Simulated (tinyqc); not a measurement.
Inside a calculation: quasiparticle equation with a plasmon-pole self-energy for two band edges. Values are carried at full precision from step to step, so a last printed digit may differ when a step is redone from the rounded ones.

For each edge E = e + X + Sc(E), with the correlation part Sc(E) = A[0]/(E - a + w) + A[1]/(E - b - w); a and b are the valence and conduction energies that enter the Green function (a = ev, b = ec in the one-shot scheme). Z = 1/(1 - dSc/dE), dSc/dE = -A[0]/(E - a + w)^2 - A[1]/(E - b - w)^2.

Parameters, chosen for this exercise (scales of the order of those of HfO2; shifted at random, so the results belong to these values and not to a real crystal):
```
symbol  value         unit  meaning
ev      0             eV    mean-field valence top
ec      4.27          eV    mean-field conduction edge
w       14.1          eV    pole energy
Av      (44, 21)      eV^2  weights of the valence state on the hole and electron poles
Ac      (21.7, 45.4)  eV^2  the same for the conduction state
Xv      -2.84         eV    exchange minus the mean-field potential, valence
Xc      3.01          eV    the same, conduction
```

## Linearised one-shot correction

Evaluate Sc and its slope at the mean-field energy; E = e + Z (X + Sc).

Terms:
```
edge        Sc (eV)   dSc/dE       Z  X + Sc (eV)   E (eV)
valence      1.9774  -0.2835  0.7791      -0.8626  -0.6720
conduction  -2.0386  -0.2927  0.7736       0.9714   5.0215
```

gap = 5.6935 eV
gap with Z = 1 = 6.1040 eV

The gap opens by 1.424 eV, 47 % of it by lowering the valence top. Setting Z = 1 would overshoot by 0.410 eV. X and Sc have opposite signs and are each larger than the sum they leave, so both must be converged well.

## Solving the equation for the conduction edge

Newton steps on f(E) = E - ec - Xc - Sc(E) from E = ec; the first step is the linearised result.

Iterates:
```
step   E (eV)   Sc (eV)     f (eV)
0     4.27000  -2.03858  -0.971416
1     5.02148  -2.26628   0.007762
2     5.01558  -2.26442   0.000001
3     5.01558  -2.26442   0.000000
```

The linearisation errs by +5.9 meV, as the shift is only 0.053 of the pole energy.

## All solutions for the valence state

Multiplying out gives a cubic; give its three roots and their weights Z.

roots (eV): -17.277  -0.667  19.375

weights: 0.1860  0.7682  0.0458

The weights add up to 1. The satellite below lies 16.61 eV from the main peak, 18 % more than w: this scheme places plasmon satellites too far out, and gives one where a cumulant form gives a series.

## Updating the energies in the Green function

Solve both equations exactly, put the results in place of a and b, and repeat five times; w is kept.

Cycles (eV):
```
cycle       Ev      Ec     gap
1      -0.6675  5.0156  5.6830
2      -0.7564  5.1256  5.8820
3      -0.7674  5.1416  5.9090
4      -0.7686  5.1440  5.9126
5      -0.7687  5.1444  5.9131
```

The update moves the gap by +230 meV from the one-shot value; each cycle shrinks the change to about 0.14 of the one before.

## Checks

- Sum of the weights of the three roots: both 1.000000.
- Newton result against the root by bisection (eV): both 5.01558.

tinyqc: `OMP_NUM_THREADS=1 python tinyqc.py 1851122 1851123 out.jsonl`; about 0.01 s, one thread, shared Intel(R) Xeon(R) Processor @ 2.30GHz.
